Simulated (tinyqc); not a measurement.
Phase-change memory cell, resistance drift and retention: two steps of the calculation.

The amorphous state follows Ra = R0 (t/t0)^nu exp[(q Ec/kB)(1/T - 1/(300 K))], with nu taken as independent of T. An intermediate level follows the logarithmic mixing rule ln R = (1 - fa) ln Rc + fa ln Ra with constant Rc. The time to lose the data by crystallisation is tr = tx exp[(q Ex/kB)(1/T - 1/Tx)]; 1 year = 3.15576e7 s. These are empirical laws.

Values chosen for this exercise; values of the order found in chalcogenide phase-change cells:
- R0 = 0.55 Mohm (resistance of the amorphous state at t0 and 300 K)
- t0 = 0.001 s (reference time)
- nu = 0.129 (drift exponent)
- Ec = 0.27 eV (activation energy of conduction)
- Ex = 2.6 eV (activation energy of crystallisation)
- Tx = 473 K (temperature of a bake)
- tx = 4000 s (time to crystallise in that bake)
- T = 328 K (operating temperature)
- t = 86400 s (time of the read)
- fa = 0.44 (amorphous share of an intermediate level)
- Rc = 14 kohm (resistance of the crystalline state)

Constants: q = 1.602176634e-19 C, kB = 1.380649e-23 J/K. Results are converted to the units shown.

Problem 1. Resistances at the read. Ra and the intermediate level as above; its effective drift exponent is fa nu.

Wanted: drift factor; temperature factor; Ra; intermediate level; effective exponent.

Solution 1.

drift factor = 10.564
temperature factor = 0.41001
Ra = 2.3822 Mohm
intermediate level = 0.13418 Mohm
effective exponent = 0.056760

Problem 2. Retention. tr at T; the ten-year temperature solves tr = 10 years: 1/T10 = 1/Tx + (kB/(q Ex)) ln(10 years/tx).

Wanted: tr; T10; loss of tr per kelvin, q Ex/(kB T^2).

Solution 2.

tr = 2.237e8 years
T10 = 401.9 K
loss of tr per kelvin, q Ex/(kB T^2) = 28.04 %/K

T lies 73.9 K below T10, so ten years are met.

tinyqc, about 0.01 s, one thread, Intel Xeon 2.30GHz (shared host): `OMP_NUM_THREADS=1 python tinyqc.py 2880111 2880112 out.jsonl`
